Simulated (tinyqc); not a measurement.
FinFET, parasitic resistance, capacitance and delay: one step of the calculation.

Nf fins under one contact; each has gated perimeter p = 2 Hf + Wf and cross-section A = Hf Wf; contact width Wc = Nf pf, stack height Hs = Hf. Contact length Lc = CPP - Lg - 2 Lsp, shared by two neighbouring gates. Source and drain sides are equal. The formulas are first-order estimates, not field solutions.

Problem. Capacitances. With N fins: gate Cg = Cinv p N Lg; per side, plate Cp = ks eps0 [Wc (Hs + Hc) - N A]/Lsp, top fringe Cf = (2/pi) ks eps0 Wc ln(1 + Lg/(2 Lsp)), overlap Co = Cinv p N Lov. Cs = Cp + Cf + Co. An inverter of two such devices driving an equal one has the load CL = 2 (Cg + 2 Cs) + 4 Cs + Cw (its own drains counted twice for the Miller effect).

Values chosen for this exercise; values close to those of silicon logic devices:
- Nf = 3 (number of fins)
- Hf = 60 nm (fin height)
- Wf = 5 nm (fin width)
- pf = 42 nm (fin pitch)
- Lg = 14 nm (gate length)
- Lsp = 7 nm (spacer length)
- ks = 7 (relative permittivity of the spacer)
- Hc = 15 nm (gate height above the channel stack)
- Lov = 1.5 nm (gate overlap)
- Cinv = 2.6 uF/cm^2 (inversion capacitance)
- Cw = 0.23 fF (wire load)

Constants: eps0 = 8.8541878128e-12 F/m. Results are converted to the units shown.

Find: Cg; Cp; Cf; Co; CL.

Solution.

Cg = 136.5 aF
Cp = 75.70 aF
Cf = 3.446 aF
Co = 14.62 aF
CL = 1253 aF

The channel capacitance gives 21.8 % of CL, the parasitic parts 59.9 % and the wire 18.4 %.

Program tinyqc, `OMP_NUM_THREADS=1 python tinyqc.py 2170017 2170018 out.jsonl`; Intel Xeon 2.30GHz, shared host, one thread, about 0.03 s.
